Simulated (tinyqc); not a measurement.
# Single-junction solar cell, detailed-balance limit: several studies

Every photon above the gap Eg makes one pair and none below is absorbed; carriers thermalise at T and move without loss. Jsc = q fs X Phi(Eg, Ts); the dark current is J0 = q ge Phi(Eg, T)/ERE with the Boltzmann factor exp(V/Vt). The efficiency is the electrical power over fs X sigma Ts^4.

Values chosen for this exercise:
```
symbol    value  unit                                    meaning
T           350     K                           cell temperature
Ts         7000     K          temperature of the black-body sun
fs      2.16e-5        share of the hemisphere filled by the sun
X             1                                    concentration
ERE           1                    external radiative efficiency
ge            2                        number of faces that emit
Eg         2.08    eV                                   band gap
```

Constants: q = 1.602176634e-19 C, kB = 1.380649e-23 J/K, h = 6.62607015e-34 J s, c = 299792458 m/s, Vt = kB T/q. Results are converted to the units shown.

Each table varies one quantity; the others keep the values above.

## Effect of the concentration

Photon flux above E from a black body at temperature T into a hemisphere: Phi(E, T) = A sum_k exp(-k E/th)[E^2 th/k + 2 E th^2/k^2 + 2 th^3/k^3], k = 1, 2, ..., with th = kB T/q in eV and A = 2 pi q^3/(h^3 c^2). J(V) = Jsc - J0 (exp(V/Vt) - 1); Voc = Vt ln(1 + Jsc/J0); at maximum power v = Vmp/Vt solves (1 + v) exp(v) = 1 + Jsc/J0. Pin = fs X sigma Ts^4, sigma = 2 pi^5 kB^4/(15 h^3 c^2). FF = Vmp Jmp/(Voc Jsc).

Results:
```
X	Jsc (mA/cm^2)	Voc (V)	Eg/q - Voc (V)	FF	efficiency (%)
1	50.241	1.7378	0.34222	0.91353	27.122
3	150.72	1.7709	0.30908	0.91481	27.678
10	502.41	1.8072	0.27277	0.91617	28.287
30	1507.2	1.8404	0.23964	0.91736	28.843
100	5024.1	1.8767	0.20332	0.91863	29.453
300	15072	1.9098	0.17019	0.91975	30.010
3000	1.5072e5	1.9793	0.10074	0.92200	31.177
```

Estimate the missing row, X = 1000.

Computed row:
```
X	Jsc (mA/cm^2)	Voc (V)	Eg/q - Voc (V)	FF	efficiency (%)
1000	50241	1.9461	0.13388	0.92094	30.620
```

With this row back in the table: As X goes from 1 to 3000, Jsc rises from 50.2 to 1.51e5 mA/cm^2, Voc rises from 1.74 to 1.98 V and the efficiency rises from 27.1 to 31.2 %. Voc gains 69.4 mV a decade of concentration (Vt ln 10), while Jsc/Pin stays the same. For X = 300 to 3000 Voc lies within 6 Vt of the gap, where the Boltzmann form of the emission begins to fail. For X = 1000 to 3000 the current passes 20 A/cm^2, where series resistance and heating, left out here, would dominate.

## Effect of the temperature of the black-body sun

Same model as above.

FF = Vmp Jmp/(Voc Jsc).

Effect of the temperature of the black-body sun:
```
Ts (K)	Jsc (mA/cm^2)	Voc (V)	Eg/q - Voc (V)	FF	efficiency (%)
3000	0.1569	1.564	0.5162	0.9061	2.240
3700	0.9383	1.618	0.4623	0.9085	6.008
4400	3.334	1.656	0.4240	0.9102	10.95
5100	8.685	1.685	0.3952	0.9114	16.10
5800	18.51	1.708	0.3723	0.9123	20.80
6500	34.37	1.726	0.3537	0.9131	24.78
7200	57.79	1.742	0.3380	0.9137	27.95
7900	90.27	1.755	0.3245	0.9142	30.37
```

As Ts goes from 3000 to 7900 K, Jsc rises from 0.157 to 90.3 mA/cm^2, Voc rises from 1.56 to 1.76 V and the efficiency rises from 2.24 to 30.4 %.

## Effect of the band gap

Same model as above.

FF = Vmp Jmp/(Voc Jsc).

Effect of the band gap:
```
Eg (eV)	Jsc (mA/cm^2)	Voc (V)	Eg/q - Voc (V)	FF	efficiency (%)
0.5	161.09	0.27616	0.22384	0.67636	10.231
0.75	142.83	0.49927	0.25073	0.78065	18.930
1	122.86	0.72798	0.27202	0.83230	25.314
1.25	103.07	0.95959	0.29041	0.86333	29.037
1.5	84.669	1.1929	0.30710	0.88414	30.367
1.75	68.305	1.4273	0.32270	0.89913	29.808
2	54.247	1.6624	0.33757	0.91046	27.920
2.25	42.496	1.8981	0.35194	0.91936	25.217
2.5	32.893	2.1341	0.36594	0.92654	22.116
```

As Eg goes from 0.5 to 2.5 eV, Jsc falls from 161 to 32.9 mA/cm^2, Voc rises from 0.276 to 2.13 V and the efficiency goes from 10.2 through a maximum of 30.4 (at Eg = 1.5 eV among the rows listed) to 22.1 %. A wider gap raises the voltage and loses photons, hence the maximum.

Numbers from tinyqc (`OMP_NUM_THREADS=1 python tinyqc.py 2820016 2820017 out.jsonl`; about 0.01 s on one thread of a shared Intel Xeon 2.30GHz).
